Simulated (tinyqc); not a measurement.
Cabrera-Mott growth of a thin oxide under its own electric field. Which input was changed? Computed by tinyqc, a small Python program. Command: `OMP_NUM_THREADS=1 python tinyqc.py 3011446 3011447 out.jsonl cabrera which`. One thread of a shared host (Intel(R) Xeon(R) Processor @ 2.30GHz), about 0.1 s of CPU time with the checks.

Electrons cross the film freely and set a fixed potential V across it; the field V/x lowers the barrier for ions entering the oxide.

Inputs (values chosen for the exercise, for a model metal):
```
quantity,value,unit
barrier W,1.68,eV
Mott potential V,1.6,V
ion charge number z,1,-
half jump distance b,2,angstrom
prefactor u0 = N Omega nu,2.5e+13,angstrom/s
temperature T,500,K
starting thickness x0,4.4,angstrom
time t,690000,s
```

Backward hops: kept.

Constants: k_B = 8.617333262e-05 eV/K.

Method. u = u0 exp(-W/(k_B T)), X1 = z b V/(k_B T) with V in volts and k_B T in eV; dx/dt = 2 u sinh(X1/x). t(x) = int_(x0)^x dx / (dx/dt) by Gauss-Legendre quadrature (80 points on each side of (x0 + 2 x)/3), solved for x.

Task: One of these inputs alone was changed, within the range given: barrier W (0.9 to 2.3); half jump distance b (1 to 4); prefactor u0 = N Omega nu (1.25e+13 to 5e+13); time t (3.45e+05 to 1.38e+06). Which one, and to what value?

Results:
```
run,field at time t (MV/cm),thickness x (angstrom),rate at time t (angstrom/s)
before,0.6332357,252.6705,1.737015e-04
after,0.7140720,224.0670,1.552837e-04
```

Result:

Each candidate set to reproduce field at time t, and what it then gives:
```
candidate,range searched,value needed,thickness x (angstrom),rate at time t (angstrom/s)
barrier W (eV),0.9 to 2.3,1.691,224.07,1.5245e-04
half jump distance b (angstrom),1 to 4,1.590,224.07,1.5528e-04
prefactor u0 = N Omega nu (angstrom/s),1.25e+13 to 5e+13,1.938e13,224.07,1.5245e-04
time t (s),3.45e+05 to 1.38e+06,534900,224.07,1.9664e-04
```

Only half jump distance b fits every result: it went from 2 to 1.59 angstrom. The next best candidate, prefactor u0 = N Omega nu, misses one result by 1.8 %.

Caution: the starting field or rate is formal: the first layers form as fast as oxygen arrives. Caution: electrons tunnel only through a few nanometres, so beyond about 10 nm a fixed Mott potential is doubtful.
